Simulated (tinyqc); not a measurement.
Comparisons within one model: gated graphene: carriers, quantum capacitance and optical conductivity. A value that a table varies takes the place of the one given here.

Cones E = +/- hv |k|, four flavours, D(E) = 2|E|/(pi hv^2). n = (2/pi)(kT/hv)^2 F_1(mu/kT), p = (2/pi)(kT/hv)^2 F_1(-mu/kT), in 1/angstrom^2 (1e16 for 1/cm^2); F_1(eta) = integral_0^infinity x dx/(1 + exp(x - eta)). Cq/e^2 = d(n - p)/d mu = (2 kT/(pi hv^2)) ln(2 + 2 cosh(mu/kT)).

Gate: V = mu/e + e (n - p)/Cox with Cox/e^2 = k/(4 pi e2 t), t in angstrom, e2 = e^2/(4 pi eps0); 1/(eV angstrom^2) in C/e^2 equals 1602.176634 microfarad/cm^2; total 1/C = 1/Cox + 1/Cq.

Conductivity over sigma0 = e^2/(4 hbar): interband Re = sinh(E/2kT)/(cosh(mu/kT) + cosh(E/2kT)); intraband Re = (8 kT/pi) ln(2 cosh(mu/2kT)) Gm/(E^2 + Gm^2). A free sheet absorbs about pi alpha_f Re(sigma/sigma0), alpha_f the fine-structure constant (alpha among the constants).

Constants: kB = 8.617333262e-05 eV/K; e^2/(4 pi eps0) = 14.39964547 eV angstrom; fine-structure constant alpha = 0.007297352564.

Parameters, chosen for this exercise (Fermi velocity near that of graphene, gate dielectric near SiO2; shifted at random, so the results belong to these values and not to a real crystal): hv = 6.2 eV angstrom (hbar vF); T = 300 K; k = 4.04 (dielectric constant of the gate layer); t = 90 nm (its thickness); Gm = 2 meV (intraband damping); V = -5.56 V (gate voltage from the neutrality point).

## Gate sweep

Results:

| V (V) | mu (eV) | n - p (1/cm^2) | n + p (1/cm^2) | Cq (microfarad/cm^2) | C/Cox | Cox V/e (1/cm^2) |
|---|---|---|---|---|---|---|
| 0 | 0.0000 | 0 | 1.82e+11 | 0.951 | 0.960 | 0 |
| 0.17 | 0.0068 | 4.05e+10 | 1.86e+11 | 0.963 | 0.960 | 4.22e+10 |
| 0.44 | 0.0172 | 1.05e+11 | 2.07e+11 | 1.03 | 0.963 | 1.09e+11 |
| 1.1 | 0.0392 | 2.63e+11 | 3.09e+11 | 1.31 | 0.971 | 2.73e+11 |
| 2.2 | 0.0663 | 5.29e+11 | 5.46e+11 | 1.86 | 0.979 | 5.46e+11 |
| 3.9 | 0.0962 | 9.44e+11 | 9.49e+11 | 2.59 | 0.985 | 9.67e+11 |
| 5.6 | 0.1194 | 1.36e+12 | 1.36e+12 | 3.18 | 0.988 | 1.39e+12 |
| 8.3 | 0.1491 | 2.02e+12 | 2.02e+12 | 3.96 | 0.990 | 2.06e+12 |
| 12 | 0.1822 | 2.93e+12 | 2.93e+12 | 4.84 | 0.992 | 2.98e+12 |

What does this show?

At neutrality n + p = 1.82e+11 1/cm^2 of thermal carriers remain and C/Cox = 0.960; at the last row C/Cox = 0.992 and the plain capacitor rule overstates n - p by 1.5 %. Between the last two rows mu goes as V^0.54; for |mu| well above kT the limits are 1/2 where Cox is small against Cq and 1 where it is large.

## Absorption spectrum

mu = -0.11886 eV

Results:

| E (eV) | interband | intraband | absorption (%) |
|---|---|---|---|
| 0.024 | 0.0095 | 0.5241 | 1.223 |
| 0.048 | 0.0209 | 0.1317 | 0.350 |
| 0.083 | 0.0457 | 0.0441 | 0.206 |
| 0.119 | 0.0904 | 0.0215 | 0.256 |
| 0.166 | 0.1994 | 0.0110 | 0.483 |
| 0.202 | 0.3336 | 0.0074 | 0.782 |
| 0.238 | 0.5012 | 0.0054 | 1.161 |
| 0.273 | 0.6642 | 0.0041 | 1.532 |
| 0.309 | 0.7987 | 0.0032 | 1.838 |
| 0.380 | 0.9400 | 0.0021 | 2.160 |
| 0.475 | 0.9899 | 0.0013 | 2.273 |
| 0.713 | 0.9999 | 0.0006 | 2.294 |

What does this show?

The edge lies at 2|mu| = 0.238 eV and, for |mu| above about 3 kT (here 4.6), rises from 10 % to 90 % over about 8.8 kT = 0.227 eV. The absorption is lowest, 0.206 %, at 0.083 eV of those listed, between the Drude tail and the edge; at the last row it is 2.294 % against pi alpha_f = 2.293 %. The thin-sheet formula fails where the absorption is large, and trigonal warping matters above about 1.5 eV.

## What moves the Fermi level

All results formed anew. Each row changes one parameter from the base and keeps the others.

Results:

| case | mu (eV) | n - p (1/cm^2) | C/Cox |
|---|---|---|---|
| base | -0.1189 | -1.350e+12 | 0.9876 |
| V = -7.228 V | -0.1380 | -1.759e+12 | 0.9893 |
| t = 63 nm | -0.1449 | -1.919e+12 | 0.9855 |
| k = 4.85 | -0.1317 | -1.617e+12 | 0.9866 |
| hv = 6.82 eV angstrom | -0.1323 | -1.346e+12 | 0.9865 |
| T = 400 K | -0.1122 | -1.351e+12 | 0.9871 |

What does this show?

The largest shifts from the base row, up to three for each result and ties (the steps differ in size, so this ranks the rows, not the parameters). mu (eV): t -0.0260, V -0.0192, hv -0.0134. n - p (1/cm^2): t -5.69e+11, V -4.09e+11, k -2.67e+11. C/Cox: t -0.0021, V +0.0017, hv -0.0011.

Program tinyqc; command `OMP_NUM_THREADS=1 python tinyqc.py 1680006 1680007 out.jsonl`; about 0.01 s on one thread of a shared Intel(R) Xeon(R) Processor @ 2.30GHz.
